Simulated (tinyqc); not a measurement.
# Threshold-voltage variability of a planar MOSFET, analytic estimates: a gate of 6 grains

Three independent sources add in quadrature: random dopants in the depleted layer, metal-gate grains of two orientations, and roughness of the two gate edges acting through the roll-off VT = VT(long) - Vr exp(-L/l). These are first-order estimates: no three-dimensional electrostatics, no percolation.

Each of 6 equal grains has the higher work function with probability p; the threshold shift is dW (j/6 - p) for j such grains, and the off current changes by exp(-shift/(n Vt)).

Values chosen for this exercise; material values close to those of silicon:
- T = 350 K (temperature)
- dW = 0.3 eV (work-function difference of the two grain orientations)
- p = 0.6 (share of the orientation of higher work function)
- n = 1.28 (subthreshold factor)

Constants: q = 1.602176634e-19 C, kB = 1.380649e-23 J/K, Vt = kB T/q. Results are converted to the units shown.

Distribution:

| j | probability | shift (mV) | Ioff factor | probability x factor |
|---|---|---|---|---|
| 0 | 0.004096 | -180.0 | 105.9 | 0.4338 |
| 1 | 0.03686 | -130.0 | 29.00 | 1.069 |
| 2 | 0.1382 | -80.0 | 7.943 | 1.098 |
| 3 | 0.2765 | -30.0 | 2.175 | 0.6014 |
| 4 | 0.3110 | 20.0 | 0.5957 | 0.1853 |
| 5 | 0.1866 | 70.0 | 0.1631 | 0.03044 |
| 6 | 0.04666 | 120.0 | 0.04467 | 0.002084 |

What does the comparison show?

The standard deviation is dW sqrt(p (1 - p)/6) = 60.0 mV. The mean off current is 3.42 times the nominal one; the log-normal formula exp(s^2/(2 (n Vt)^2)) gives 3.35. Devices with j = 2, 14 % of all, carry 32 % of the mean leakage.

Numbers from tinyqc (`OMP_NUM_THREADS=1 python tinyqc.py 2090119 2090120 out.jsonl`; about 0.01 s on one thread of a shared Intel Xeon 2.30GHz).
